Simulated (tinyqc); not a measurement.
Permeation of metal atoms or ions through a thin barrier or dielectric: time lag, field-aided drift and lifetime. Changing the critical dose Q_c. Computed by tinyqc, a small Python program. Command: `OMP_NUM_THREADS=1 python tinyqc.py 3011921 3011922 out.jsonl barrier sweep`. One thread of a shared host (Intel(R) Xeon(R) Processor @ 2.30GHz), about 0.02 s of CPU time with the checks.

The film 0 < x < d is empty at first; C = C0 at x = 0 and C = 0 at x = d. dC/dt = D d2C/dx2 - v dC/dx with drift v = D z e V/(k_B T d) (uniform field, no space charge).

Inputs (values chosen for the exercise, for a model case: doubly charged vacancies through an oxide): thickness d = 28 nm; prefactor D0 = 0.0044 cm^2/s; activation energy E = 1.39 eV; concentration at the source side C0 = 5.3e+13 1/cm^3; charge number z = 2; voltage V (positive drives ions across) = 0.017 V; test temperature T = 225 C; use temperature T_u = 100 C.

Constants: k_B = 8.617333262e-05 eV/K.

Method:
- D = D0 exp(-E/(k_B T)); time scale d^2/D; Peclet number P = z V/(k_B T), k_B T in eV; 1 nm = 1e-7 cm.
- Temperatures in kelvin are T(C) + 273.15.
- Steady flux J = (D C0/d) P/(1 - exp(-P)); time lag in units of d^2/D: s_L = [P (1 + exp(-P))/(1 - exp(-P)) - 2]/P^2 (P = 0: J = D C0/d, s_L = 1/6).
- Dose through the film Q(s) = C0 d {f (s - s_L) - 2 exp(P/2) sum_(n=1..200) (-1)^n n^2 pi^2 exp(-l_n s)/l_n^2}, l_n = n^2 pi^2 + P^2/4, f = P/(1 - exp(-P)) the relative flux.
- Solve Q = Q_c for s. At the use temperature D and P take T_u, with the same C0 and V; 1 year = 3.15576e7 s.

One run for each value:
```
critical dose Q_c (1/cm^2)  failure time at T (s)  s at the critical dose  failure time at T_u (years)
3.00e+04                               9.2845e+03              4.5111e-02                   1.4838e+01
3.00e+06                               2.4111e+04              1.1715e-01                   3.7827e+01
3.00e+07                               6.0513e+04              2.9401e-01                   9.2570e+01
3.00e+08                               3.2134e+05              1.5613e+00                   4.7294e+02
3.00e+09                               2.9078e+06              1.4128e+01                   4.2359e+03
3.00e+10                               2.8773e+07              1.3980e+02                   4.1865e+04
```

Give the missing row, critical dose Q_c (1/cm^2) = 3.00e+05.

Computed row:
```
critical dose Q_c (1/cm^2)  failure time at T (s)  s at the critical dose  failure time at T_u (years)
3.00e+05                               1.3734e+04              6.6731e-02                   2.1807e+01
```

Interpolating between the two neighbouring rows (the first column on a logarithmic scale, the others too where they are positive) misses most in s at the critical dose, by 8.9 %. Over the rows, failure time at T (s) rises from 9280 to 2.88e7 (exponent d ln y / d ln x 0.17 between the first rows and 1.00 between the last); s at the critical dose rises from 0.0451 to 140 (exponent d ln y / d ln x 0.17 between the first rows and 1.00 between the last); failure time at T_u (years) rises from 14.8 to 41900 (exponent d ln y / d ln x 0.17 between the first rows and 0.99 between the last). At the high end the exponent of failure time at T is 1.00, close to 1: steady flow.

Caution (all rows): grain boundaries, pinholes, trapping and space charge are left out; thin real barriers usually fail at defects.
